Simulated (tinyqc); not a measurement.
Polytypes and stacking faults of a tetrahedral semiconductor in an axial Ising model with couplings up to third neighbours: one step, computed by the program tinyqc. Command: `OMP_NUM_THREADS=1 python tinyqc.py 3028255 3028256 out.jsonl polytype walk`. One thread of a shared host (Intel(R) Xeon(R) Processor @ 2.30GHz), about 0.01 s of CPU time with the checks.

Each double layer has s = +1 or -1 for the sense of its stacking step; E per pair of atoms = E0 - sum_n J_n <s_i s_(i+n)>, n = 1, 2, 3. Hexagonality h = (1 - <s_i s_(i+1)>)/2.

Problem. Stacking-fault energies. Faults in 6H: the sequences single Shockley (42) (++++--), Frank-type (32) (+++--), Frank-type (43) (++++---) are put between perfect repeats; k_n = (layers x C_n of the host) - sum_i s_i s_(i+n). gamma = sum k_n J_n/A, A = (sqrt 3/2) a^2; 1 meV/angstrom^2 = 16.02177 mJ/m^2.

Inputs (values chosen for the exercise, of the order of those of SiC for J, a, G and the gaps):
```
quantity                  value      unit
J1                         1.18  meV/pair
J2                        -2.34  meV/pair
J3                        -0.25  meV/pair
basal lattice constant a   3.08  angstrom
```

Host polytype: 6H.

fault coefficients k_n:
```
                             J1         J2         J3
single Shockley (42)   0.000000   0.000000  -4.000000
Frank-type (32)        0.666667   1.333333  -2.000000
Frank-type (43)       -0.666667  -1.333333  -2.000000
```

Constants: 1 eV/angstrom^2 = 16.02176634 J/m^2.

Give: gamma; energy of the glide fault, single Shockley (42).

Solution.

gamma (mJ/m^2): single Shockley (42) 1.950, Frank-type (32) -3.575, Frank-type (43) 5.526

energy of the glide fault, single Shockley (42) = 1.950 mJ/m^2

The cheapest is the Frank-type (32) fault, with a negative energy: the host is not the ground state of this model against it.
